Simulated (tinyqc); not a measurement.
# Which input was changed?

Model: single-band model of a thermoelectric material. Computed by tinyqc, a small Python program. Command: `OMP_NUM_THREADS=1 python tinyqc.py 3003063 3003064 out.jsonl thermo which`. One thread of a shared host (Intel(R) Xeon(R) Processor @ 2.30GHz), about 0.07 s of CPU time with the checks.

One spherical band, one scattering law, no minority carriers and no phonon drag. In a real material minority carriers limit |S| to about E_g/(2 e T), so larger values are formal. eta = E_F/(k_B T) is counted from the band edge; f = 1/(1 + exp(x - eta)).

Inputs (values chosen for the exercise, modelled on n-type PbTe):

| quantity | value | unit |
|---|---|---|
| density-of-states mass m | 0.26 | m_0 |
| mobility parameter mu_300 | 1500 | cm^2/(V s) |
| temperature exponent p | 2 | - |
| lattice thermal conductivity kappa_L | 1.1 | W/(m K) |
| carrier density n | 1.7e+18 | 1/cm^3 |
| temperature T | 630 | K |

Band: parabolic. Scattering: acoustic phonons, r = -0.5.

Constants: m_0 = 9.1093837015e-31 kg; k_B = 1.380649e-23 J/K; hbar = 1.054571817e-34 J s; k_B = 8.617333262e-05 eV/K; e = 1.602176634e-19 C.

Method:
- With x = E/(k_B T), a = alpha k_B T (0 for a parabolic band), G = x (1 + a x), D = 1 + 2 a x and <y> = int y f (1 - f) dx, f = 1/(1 + exp(x - eta)): tau = tau_0 G^r/D; transport function s = G^(3/2 + r)/D^2; n = N_0 <G^(3/2)> with N_0 = (2 m k_B T)^(3/2)/(3 pi^2 hbar^3).
- Integrals over x = E/(k_B T) use 160 Gauss-Legendre points in u = sqrt(x) from 0 to sqrt(max(eta, 0) + 32).
- Solve for eta.
- sigma = e mu_0 N_0 <s> with mu_0 = e tau_0/m = mu_300 (T/300 K)^(-p); |S| = (k_B/e)(<x s>/<s> - eta); Lorenz number L = (k_B/e)^2 (<x^2 s>/<s> - (<x s>/<s>)^2); kappa_e = L sigma T; zT = S^2 sigma T/(kappa_L + kappa_e).
- Hall factor r_H = <G^(3/2)> <G^(3/2 + 2r)/D^4>/<s>^2; drift mobility sigma/(n e) with n = N_0 <G^(3/2)>; power factor S^2 sigma.

Problem. One of these inputs alone was changed, within the range given: mobility parameter mu_300 (750 to 3000); lattice thermal conductivity kappa_L (0.55 to 2.2); carrier density n (8.5e+17 to 3.4e+18); temperature exponent p (1 to 4). Which one, and to what value?

Results:

| run | conductivity sigma (S/cm) | power factor (microwatt/(cm K^2)) | Seebeck coefficient \|S\| (microvolt/K) |
|---|---|---|---|
| before | 68.04710 | 7.329480 | 328.1948 |
| after | 80.89355 | 7.940555 | 313.3058 |

Solution.

Each candidate set to reproduce conductivity sigma, and what it then gives:

| candidate | range searched | value needed | power factor (microwatt/(cm K^2)) | Seebeck coefficient \|S\| (microvolt/K) |
|---|---|---|---|---|
| mobility parameter mu_300 (cm^2/(V s)) | 750 to 3000 | 1783 | 8.7132 | 328.19 |
| lattice thermal conductivity kappa_L (W/(m K)) | 0.55 to 2.2 | no effect | - | - |
| carrier density n (1/cm^3) | 8.5e+17 to 3.4e+18 | 2.030e18 | 7.9406 | 313.31 |
| temperature exponent p | 1 to 4 | 1.767 | 8.7132 | 328.19 |

Only carrier density n fits every result: it went from 1.7e+18 to 2.03e18 1/cm^3. The next best candidate, temperature exponent p, misses one result by 9.7 %.
